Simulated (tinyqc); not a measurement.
Worked calculation: coupled-perturbed Hartree-Fock on RHF in the 6-31g basis, for H4, spin multiplicity 1. One step of it, computed by the program tinyqc.

Question. Coupled step 1. U_ai = -(mu_ai + sum_bj [4 (ai|bj) - (ab|ij) - (aj|bi)] U_bj) / (e_a - e_i); alpha = -4 sum U_ai mu_ai.

uncoupled U:
```
           i1         i2
a3   0.924015   0.000000
a4   0.000000   1.303423
a5   0.000000   0.000000
a6   0.000000   0.000000
a7  -0.102336   0.000000
a8   0.000000  -0.123489
```

dipole integrals <a|z|i> (bohr):
```
           i1         i2
a3  -0.925967   0.000000
a4   0.000000  -1.019478
a5   0.000000   0.000000
a6   0.000000   0.000000
a7   0.213587   0.000000
a8   0.000000   0.245752
```

orbital energies (hartree): MO1 -0.869047, MO2 -0.377523, MO3 0.133064, MO4 0.404632, MO5 0.684381, MO6 0.807502, MO7 1.218057, MO8 1.612554

Two-electron integrals over orbitals (pq|rs), unique and non-zero (hartree):
```
(11|11) 0.605636    (21|21) 0.144447    (22|11) 0.523079    (22|22) 0.487366
(31|31) 0.070507    (32|32) 0.033192    (33|11) 0.425598    (33|22) 0.385766
(33|33) 0.379142    (41|32) 0.025989    (41|41) 0.020431    (42|31) 0.050425
(42|42) 0.047441    (43|21) 0.069467    (43|43) 0.062467    (44|11) 0.346344
(44|22) 0.338963    (44|33) 0.321615    (44|44) 0.308297    (51|11) 0.115694
(51|22) 0.084775    (51|33) 0.039024    (51|44) 0.019098    (51|51) 0.057282
(52|21) 0.030466    (52|43) -0.006469   (52|52) 0.034529    (53|31) -0.023127
(53|42) -0.024202   (53|53) 0.035785    (54|32) -0.012205   (54|41) -0.010186
(54|54) 0.019397    (55|11) 0.436956    (55|22) 0.398677    (55|33) 0.351432
(55|44) 0.306654    (55|51) 0.053391    (55|55) 0.361300    (61|21) -0.075962
(61|43) -0.019399   (61|52) -0.040373   (61|61) 0.062522    (62|11) -0.147390
(62|22) -0.107908   (62|33) -0.063164   (62|44) -0.027207   (62|51) -0.063565
(62|55) -0.073277   (62|62) 0.081563    (63|32) -0.002688   (63|41) -0.001332
(63|54) -0.013263   (63|63) 0.014397    (64|31) 0.009474    (64|42) 0.019199
(64|53) -0.023975   (64|64) 0.025606    (65|21) -0.103469   (65|43) -0.058800
(65|52) -0.013651   (65|61) 0.048929    (65|65) 0.087250    (66|11) 0.462644
(66|22) 0.428467    (66|33) 0.348445    (66|44) 0.313773    (66|51) 0.073580
(66|55) 0.367006    (66|62) -0.086869   (66|66) 0.396009    (71|31) -0.063026
(71|42) -0.038946   (71|53) -0.006482   (71|64) 0.010479    (71|71) 0.085399
(72|32) -0.029334   (72|41) -0.022052   (72|54) -0.006603   (72|63) 0.019424
(72|72) 0.048754    (73|11) -0.129920   (73|22) -0.100145   (73|33) -0.054778
(73|44) -0.029627   (73|51) -0.049367   (73|55) -0.062832   (73|62) 0.058448
(73|66) -0.081309   (73|73) 0.060191    (74|21) -0.025744   (74|43) 0.002759
(74|52) -0.019422   (74|61) 0.024918    (74|65) 0.009932    (74|74) 0.018730
(75|31) -0.058455   (75|42) -0.043325   (75|53) 0.016841    (75|64) -0.007909
(75|71) 0.060156    (75|75) 0.061346    (76|32) 0.035462    (76|41) 0.026831
(76|54) -0.004135   (76|63) -0.012970   (76|72) -0.046695   (76|76) 0.054569
(77|11) 0.545002    (77|22) 0.477049    (77|33) 0.406657    (77|44) 0.334102
(77|51) 0.103171    (77|55) 0.407665    (77|62) -0.132771   (77|66) 0.430573
(77|73) -0.113875   (77|77) 0.520185    (81|32) -0.040595   (81|41) -0.030659
(81|54) -0.003237   (81|63) 0.021665    (81|72) 0.060055    (81|76) -0.060869
(81|81) 0.075863    (82|31) -0.062372   (82|42) -0.042710   (82|53) -0.002584
(82|64) 0.009595    (82|71) 0.081077    (82|75) 0.060232    (82|82) 0.083643
(83|21) -0.065810   (83|43) -0.024978   (83|52) -0.024438   (83|61) 0.044317
(83|65) 0.041225    (83|74) 0.022946    (83|83) 0.042320    (84|11) -0.101689
(84|22) -0.082819   (84|33) -0.052806   (84|44) -0.027708   (84|51) -0.033769
(84|55) -0.053977   (84|62) 0.045329    (84|66) -0.062580   (84|73) 0.042046
(84|77) -0.091455   (84|84) 0.035427    (85|32) -0.027805   (85|41) -0.020959
(85|54) 0.002005    (85|63) 0.011375    (85|72) 0.039196    (85|76) -0.045734
(85|81) 0.050389    (85|85) 0.038984    (86|31) 0.064971    (86|42) 0.048239
(86|53) -0.006093   (86|64) 0.002048    (86|71) -0.078687   (86|75) -0.068375
(86|82) -0.078729   (86|86) 0.084881    (87|21) 0.147912    (87|43) 0.071117
(87|52) 0.044537    (87|61) -0.091458   (87|65) -0.109074   (87|74) -0.033268
(87|83) -0.079635   (87|87) 0.179775    (88|11) 0.580458    (88|22) 0.515997
(88|33) 0.417649    (88|44) 0.346927    (88|51) 0.118993    (88|55) 0.425612
(88|62) -0.151507   (88|66) 0.460924    (88|73) -0.133975   (88|77) 0.553751
(88|84) -0.106769   (88|88) 0.602862
```

Give: U after step 1; polarisability.

Answer.

U after step 1:
```
        i1      i2
a3   0.960   0.000
a4   0.000   1.484
a5   0.000   0.000
a6   0.000   0.000
a7  -0.016   0.000
a8   0.000  -0.038
```

polarisability = 9.658 bohr^3
